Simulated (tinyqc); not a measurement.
Chemically amplified photoresist: aerial image, acid generation, bake, development and line width. Inputs raised by 2 %, one at a time. Computed by tinyqc, a small Python program. Command: `OMP_NUM_THREADS=1 python tinyqc.py 3004309 3004310 out.jsonl resist sens`. One thread of a shared host (Intel(R) Xeon(R) Processor @ 2.30GHz), about 0.04 s of CPU time with the checks.

Lines and spaces of pitch p with a two-beam-like image; x = 0 is the middle of the bright space. The resist is positive and treated as uniform in depth.

Inputs (values chosen for the exercise, for a model resist at 248 nm): pitch p = 240 nm; image contrast c = 0.61; mean dose E = 3.75 mJ/cm^2; Dill parameter C = 0.047 cm^2/mJ; quencher load q, relative to the acid generator = 0.085; acid diffusivity D = 5.7 nm^2/s; bake time t = 90 s; amplification rate k_amp = 0.037 1/s; threshold protection m_th = 0.5; development selectivity n = 5; largest rate r_max = 840 nm/s; smallest rate r_min = 0.14 nm/s; resist thickness d = 240 nm; development time t_d = 30 s; photon energy = 5 eV; absorption coefficient alpha = 0.58 1/um.

Method:
- Dose E(x) = E [1 + c cos(2 pi x/p)]; acid h = 1 - exp(-C E(x)).
- Bake: the acid image is blurred by a Gaussian of variance sigma^2 = 2 D t (each Fourier term k of h, taken on 64 points, is multiplied by exp(-4 pi^2 k^2 D t/p^2)).
- Cosine coefficients: h(x) = sum_k h_k cos(2 pi k x/p).
- The quencher then removes q, h_eff = max(h_blurred - q, 0); protection m = exp(-k_amp t h_eff).
- Mack rate r = r_max (a + 1)(1 - m)^n/(a + (1 - m)^n) + r_min, a = ((n + 1)/(n - 1))(1 - m_th)^n.
- Edge: vertical development clears the film where r t_d >= d; the space width is twice the x where r = d/t_d.
- Dose sensitivity = d ln(width)/d ln E from widths at 1.005 E and E/1.005; image log-slope at the edge = |d ln E/dx|, normalised by the width (NILS); latitude for 10 % of width = 10 %/sensitivity.
- The edge lies at x = width/2.
- Absorbed photons per volume N = E(edge) alpha/(photon energy), 1 mJ/cm^2 = 62.41509 eV/nm^2, alpha in 1/nm; a Gaussian blur averages over a volume V = (2 sqrt(pi) sigma)^3; relative noise 1/sqrt(N V); edge noise sigma_x = (dh/d ln E) noise/|dh/dx|, with both derivatives of the blurred acid at the edge.

Runs:
```
input moved                      from       to  space width (nm)  dose sensitivity  edge noise from photons (nm)  blur factor of the first harmonic
base run                            -        -             124.1             1.372                        0.4341                             0.7036
mean dose E (mJ/cm^2)            3.75    3.825             127.5             1.316                        0.4294                             0.7036
image contrast c                 0.61   0.6222             123.9             1.346                        0.4252                             0.7036
Dill parameter C (cm^2/mJ)      0.047  0.04794             127.5             1.316                        0.4336                             0.7036
acid diffusivity D (nm^2/s)       5.7    5.814             124.1             1.381                        0.4307                             0.6986
amplification rate k_amp (1/s)  0.037  0.03774             125.8             1.343                        0.4339                             0.7036
development time t_d (s)           30     30.6             124.5             1.365                        0.4341                             0.7036
largest rate r_max (nm/s)         840    856.8             124.5             1.365                        0.4341                             0.7036
```

Exponents ln(y'/y) / ln(x'/x):
```
input                     space width  dose sensitivity  edge noise from photons  blur factor of the first harmonic
mean dose E                     1.343            -2.108                   -0.560                              0.000
image contrast c               -0.068            -0.965                   -1.051                              0.000
Dill parameter C                1.343            -2.108                   -0.060                              0.000
acid diffusivity D              0.004             0.348                   -0.397                             -0.355
amplification rate k_amp        0.680            -1.064                   -0.032                              0.000
development time t_d            0.160            -0.251                   -0.010                              0.000
largest rate r_max              0.157            -0.247                   -0.010                              0.000
```

To which inputs is each result most sensitive?

Among the inputs moved here: space width answers most in size to mean dose E (exponent +1.343), and about equally to Dill parameter C (+1.343). Dose sensitivity answers most in size to mean dose E (exponent -2.108), and about equally to Dill parameter C (-2.108). Edge noise from photons answers most in size to image contrast c (exponent -1.051), next to mean dose E (-0.560). Blur factor of the first harmonic answers most in size to acid diffusivity D (exponent -0.355); its exponent is below 0.0005 for mean dose E, image contrast c, Dill parameter C, amplification rate k_amp, development time t_d, largest rate r_max.

Caution (all rows): lateral development, standing waves and the joint diffusion of acid and quencher are left out, so widths are indicative. Caution (all rows): the noise counts photons alone (acid and quencher statistics add to it) and takes the film as thicker than the blur; a thinner film averages in two dimensions only.

Extremes, crossings and ranges named in words are read from the listed rows.
